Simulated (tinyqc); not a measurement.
Growth mode over temperature: epitaxial growth on a vicinal surface: Burton-Cabrera-Frank step flow, step-edge barrier and island nucleation. Computed by tinyqc, a small Python program. Command: `OMP_NUM_THREADS=1 python tinyqc.py 3008520 3008521 out.jsonl stepflow walk`. One thread of a shared host (Intel(R) Xeon(R) Processor @ 2.30GHz), about 0.01 s of CPU time with the checks.

Adatoms land at rate F, hop on a square grid (a simplification for hexagonal faces), desorb, or join steps. Lengths are in units of a and n is the adatom coverage. Steps ascend at x = 0 and descend at x = l.

Inputs (values chosen for the exercise, close to those used for Ge(001)):
```
quantity                                    value      unit
site spacing a                                  4  angstrom
step height h                                1.41  angstrom
diffusion barrier E_d                       0.635        eV
desorption energy E_a                        2.69        eV
adatom formation energy E_f                  1.14        eV
step-edge barrier E_s                           0        eV
attempt frequency nu                            5       THz
deposition rate F                            0.69  layers/s
miscut angle                                  0.3   degrees
temperature T                                 470         C
critical nucleus size i                         2         -
binding energy of the critical nucleus E_i   0.47        eV
```

Constants: k_B = 8.617333262e-05 eV/K.

Method:
- D = nu exp(-E_d/(k_B T)) (a^2/s, nu counted per direction); tau = exp(E_a/(k_B T))/nu; x_s = sqrt(D tau); n_eq = exp(-E_f/(k_B T)); terrace width l = h/(a tan(miscut)); Schwoebel length l_s = exp(E_s/(k_B T)) - 1.
- D n'' - n/tau + F = 0 with n(0) = n_eq and -l_s n'(l) = n(l) - n_eq. With u = n - F tau, A = n_eq - F tau, y = l/x_s, s = l_s/x_s: u = A cosh(x/x_s) + B sinh(x/x_s), B = A (1 - cosh y - s sinh y)/(sinh y + s cosh y). Flux into the ascending step J+ = D B/x_s, over the descending one J- = -(D/x_s)(A sinh y + B cosh y); step velocity J+ + J-; growth rate (J+ + J-)/l. For small y: J+ + J- = (F - n_eq/tau) l, J-/J+ = l/(l + 2 l_s).
- Island density on a flat surface without desorption: N = 0.25 (F/D)^(i/(i+2)) exp(E_i/((i+2) k_B T)) per site, with E_i = 0 for i = 1; spacing l_n = N^(-1/2). Step flow needs an effective width l_eff = 2 x(peak) below l_n.
- Temperatures in kelvin are T(C) + 273.15.
- x(peak) solves tanh(x/x_s) = -B/A. Rows where evaporation outweighs deposition are left out.

Scales:
```
T (C)     x_s (a)  l_s (a)  incorporated share  l_n (a)  l_eff/l_n
270    3.4195e+09        0              1.0000    31.47     2.1391
320    5.3739e+08        0              1.0000    46.56     1.4458
370    1.1261e+08        0              1.0000    64.82     1.0386
420    2.9565e+07        0              1.0000    86.03     0.7825
470    9.2926e+06        0              1.0000   109.91     0.6125
520    3.3796e+06        0              1.0000   136.16     0.4944
570    1.3858e+06        0              1.0000   164.43     0.4094
620    6.2788e+05        0              1.0000   194.43     0.3462
670    3.0939e+05        0              1.0000   225.86     0.2981
```

What follows from these numbers?

The ratio falls below 1 between 370 and 420 C: islands below, step flow above. Incorporation goes from 100.0 % to 100.0 %.

Extremes, crossings and ranges named in words are read from the listed rows.
